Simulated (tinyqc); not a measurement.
# Free and trapped electrons in a MOS channel with a dense trap tail, step by step

Computed by the program tinyqc: `OMP_NUM_THREADS=1 python tinyqc.py 2222053 2222054 out.jsonl`, one thread of a shared Intel Xeon 2.30GHz, about 0.02 s for the whole run. Printed values are rounded.

p-type body, charge-sheet picture, full ionisation (an idealisation for deep acceptors), Boltzmann statistics for free electrons. e = Ec - EF at the surface. Acceptor-like traps of density D(E) = D0 + De exp(-E/Ew) at depth E below Ec, from 0 to Eu, hold n_t = integral of D(E)/(1 + exp((e - E)/Vt)). psi = Eg - Vt ln(Nv/Na) - e; N_dep = sqrt(2 eps0 eps_r Na (psi - Vt)/q); n_f = sqrt(N_dep^2 + 2 eps0 eps_r Vt Nc exp(-e/Vt)/q) - N_dep; Vg = Vfb + psi + q (N_dep + n_t + n_f)/Cox, Cox = eps0 eox/tox.

Values chosen for this exercise; band and dielectric values close to those of 4H silicon carbide:
- T = 250 K (temperature)
- Eg = 3.28 eV (band gap)
- eps_r = 9.81 (relative permittivity)
- Nc = 1.27e19 cm^-3 (conduction-band density of states at T)
- Nv = 1.92e19 cm^-3 (valence-band density of states at T)
- eox = 3.9 (relative permittivity of the insulator)
- tox = 28 nm (insulator thickness)
- Na = 3.5e16 cm^-3 (acceptor density)
- Vfb = -2.85 V (flat-band voltage without trapped charge)
- D0 = 8.1e10 cm^-2 eV^-1 (constant background density of acceptor-like traps)
- De = 5.2e12 cm^-2 eV^-1 (density of the tail at the conduction edge)
- Ew = 0.05 eV (decay energy of the tail)
- Eu = 0.54 eV (depth below Ec down to which the traps reach)
- mf = 110 cm^2/(V s) (mobility of free electrons)
- e = 0.046 eV (Ec - EF at the surface)

Constants: q = 1.602176634e-19 C, kB = 1.380649e-23 J/K, Vt = kB T/q, eps0 = 8.8541878128e-14 F/cm where lengths are in cm. Results are converted to the units shown.

## Trapped charge

Trapezoid rule on 13 equal steps from 0 to Eu, f = 1/(1 + exp((e - E)/Vt)).

```
point      E (eV)  D(E) f (cm^-2 eV^-1)
0               0           5.583041e11
1      0.04153846           1.052290e12
2      0.08307692           9.061165e11
3       0.1246154           4.981791e11
4       0.1661538           2.674056e11
5       0.2076923           1.625709e11
6       0.2492308           1.165712e11
7       0.2907692           9.650181e10
8       0.3323077           8.775470e10
9       0.3738462           8.394316e10
10      0.4153846           8.228238e10
11      0.4569231           8.155875e10
12      0.4984615           8.124346e10
13           0.54           8.110608e10
```

n_t = 1.593466e11 cm^-2

With 1600 steps n_t = 1.611e11 cm^-2; the coarse value is 1.1 % below it.

## Charges and gate voltage

psi, N_dep, n_f and Vg as defined, with the n_t given; free share n_f/(n_f + n_t); apparent mobility mf n_f/(n_f + n_t); gate voltage spent on traps q n_t/Cox.

psi = 3.098119 V
N_dep = 1.080529e12 cm^-2
n_f = 1.516407e11 cm^-2
Vg = 2.055891 V
free share = 48.76104 %
apparent mobility = 53.63715 cm^2/(V s)
gate voltage spent on traps = 0.2070132 V
